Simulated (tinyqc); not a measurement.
Leakage currents through a thin dielectric: one step, computed by the program tinyqc. Command: `OMP_NUM_THREADS=1 python tinyqc.py 3030981 3030982 out.jsonl leak walk`. One thread of a shared host (Intel(R) Xeon(R) Processor @ 2.30GHz), about 0.01 s of CPU time with the checks.

Electrons leave an electrode with Fermi energy E_F above its band bottom; barriers are counted from the Fermi level, and both electrodes are alike.

Task: Thermal currents. Schottky emission J = A T^2 exp(-(phi_B - sqrt(e^3 F/(4 pi k_o eps_0)))/k_B T), A = 4 pi e m k_B^2/h^3 with the tunnelling mass; Poole-Frenkel J = sigma_0 F exp(-(phi_t - sqrt(e^3 F/(pi k_o eps_0)))/k_B T); both use the field F of the dielectric.

Inputs (values chosen for the exercise, modelled on Al2O3):
```
quantity                           value  unit
barrier height phi_B                2.62    eV
tunnelling mass m                   0.28   m_0
optical permittivity k_o            2.96     -
trap depth phi_t                     1.3    eV
Poole-Frenkel prefactor sigma_0  5.9e-07  S/cm
temperature T                        358     K
```

Stack: single layer.

field F = 3.909091 MV/cm

Constants: e = 1.602176634e-19 C; eps_0 = 8.8541878128e-12 F/m; k_B = 8.617333262e-05 eV/K; m_0 = 9.1093837015e-31 kg; k_B = 1.380649e-23 J/K; h = 6.62607015e-34 J s.

Give: Schottky lowering; Poole-Frenkel lowering; Schottky current density; Poole-Frenkel current density.

Result:

Schottky lowering = 0.4361 eV

Poole-Frenkel lowering = 0.8722 eV

Schottky current density = 7.770e-25 A/cm^2

Poole-Frenkel current density = 2.188e-06 A/cm^2

The Poole-Frenkel lowering is twice the Schottky one, because the charge of a trap is fixed while an image charge moves with the electron.
